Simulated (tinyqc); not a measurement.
Inside a calculation. Method: Pariser-Parr-Pople SCF with singles CI, for the molecule [CH2+]c1ccc(N)c(F)c1 (SMILES; centres numbered as the heavy atoms are written). One step of it, computed by the program tinyqc.

Task: Iteration 2: orbitals and new P. Diagonalise F (the basis is taken as orthonormal) and form P = 2 sum c c over the lowest orbitals.

F (eV), lower triangle:
```
            1C          2C          3C          4C         5C          6N          7C          8F
1C  -10.911532
2C   -4.534943  -12.440458
3C   -0.739730   -4.339161  -10.472263
4C    0.119118   -0.121034   -5.117346  -10.090485
5C    0.442953    0.631714   -0.195247   -4.582571  -9.879813
6N   -0.376539   -0.279547    0.303461    0.638667  -4.190892  -12.290214
7C    0.328798   -0.024690    0.507811    0.251045  -4.356364    0.573807  -10.070507
8F   -0.176275    0.008168   -0.076338   -0.003176   0.264038   -0.063620   -3.062562  -20.763642
9C   -0.553052   -4.460085   -0.072485    0.590649  -0.031662    0.179895   -5.110388    0.612846

            9C
9C  -10.337475
```

pi electrons, sum of z_r less the charge = 10

Give: orbital energies; P after iteration 2.

Result:

orbital energies (eV): -21.8267  -20.3385  -17.4447  -15.7286  -13.3945  -8.7717  -4.5115  -4.3419  -0.8982

P after iteration 2, lower triangle:
```
         1C       2C       3C       4C       5C       6N      7C       8F
1C   0.6621
2C   0.7280   1.0641
3C   0.1762   0.4518   0.8914
4C  -0.2129  -0.0221   0.7908   1.0213
5C  -0.1947  -0.1723   0.1139   0.5078   0.9356
6N   0.3908   0.0818  -0.2594  -0.1592   0.6507   1.5063
7C  -0.2656  -0.0081  -0.1855   0.0251   0.4658  -0.1334  1.0064
8F   0.0887  -0.0093   0.0388  -0.0171  -0.0731   0.0066  0.2144   1.9525
9C   0.1017   0.4741  -0.1077  -0.2105   0.1083  -0.2244  0.7833  -0.1781

        9C
9C  0.9604
```
